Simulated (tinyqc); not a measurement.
# Stress and current directions compared

A cubic crystal with three pairs of conduction valleys along x, y and z; non-degenerate electrons, one relaxation time, masses unchanged. Stress s_ij = X a_i a_j with a the unit vector along the stress; strain e_ii = s11 s_ii + s12 (s_jj + s_kk), e_ij = s44 s_ij/2. Valley shift dE = Xu (n.e.n - trace(e)/3) with n the valley axis; share f proportional to exp(-dE/Vt). Inverse mass along the current d: (n.d)^2/ml + (1 - (n.d)^2)/mt; mu/mu0 = sum f (1/m) over the plain mean of 1/m. Rows: direction of the stress, of size |X|; columns: direction of the current and sign.

Values chosen for this exercise; values close to those of silicon:
- T = 325 K (temperature)
- s11 = 7.87 1/TPa (compliance)
- s12 = -2.11 1/TPa (compliance)
- s44 = 12.8 1/TPa (compliance)
- Xu = 9.13 eV (shear deformation potential)
- ml = 0.882 m0 (longitudinal mass)
- mt = 0.185 m0 (transverse mass)
- X = -200 MPa (uniaxial stress (tension positive))

Constants: q = 1.602176634e-19 C, kB = 1.380649e-23 J/K, Vt = kB T/q. Results are converted to the units shown.

mu/mu0:
```
       I [100], tension  I [100], compression  I [110], tension  I [110], compression
[100]             1.136                0.8326             1.034                0.9581
[110]             1.041                0.9635             1.041                0.9635
[001]            0.9322                 1.084            0.9322                 1.084
[111]             1.000                 1.000             1.000                 1.000
```

What does the table show?

The largest gain, 1.14, is for stress along [100], tension, current along [100]; the largest loss, 0.833, for [100], compression, current along [100]. Entries equal to one are cases in which the valleys are not split or have equal mass along the current.

Computed by the program tinyqc: `OMP_NUM_THREADS=1 python tinyqc.py 2530135 2530136 out.jsonl`, one thread of a shared Intel Xeon 2.30GHz, about 0.01 s for the whole run.
